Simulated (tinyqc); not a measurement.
## Insulator thickness and V0 from two charges

Problem. In an undoped wire Vg - V0 = Q/Cox + Vt ln(Q/Q0) + Vt ln(1 + Q/Q0) at the source, with Q0 = 4 eps0 eps_r Vt/R and Cox = eps0 eox/(R ln(1 + tox/R)). Find Cox, tox and V0.

Values chosen for this exercise; material values close to those of silicon: temperature T = 250 K; relative permittivity of the semiconductor eps_r = 11.6; relative permittivity of the gate insulator eox = 24.8; wire radius R = 20 nm.

Constants: q = 1.602176634e-19 C, kB = 1.380649e-23 J/K, Vt = kB T/q, eps0 = 8.8541878128e-14 F/cm where lengths are in cm. Results are converted to the units shown.

Qs at Vg = 0.84 and 1.24 V (nC/cm^2): [549.27159, 1563.7657]

Solution. The two equations are linear in 1/Cox and V0; tox follows by inverting the logarithm.

Cox = 2.85 uF/cm^2
tox = 9.40 nm
V0 = 0.537 V

Program tinyqc, `OMP_NUM_THREADS=1 python tinyqc.py 2460155 2460156 out.jsonl`; Intel Xeon 2.30GHz, shared host, one thread, about 0.04 s.
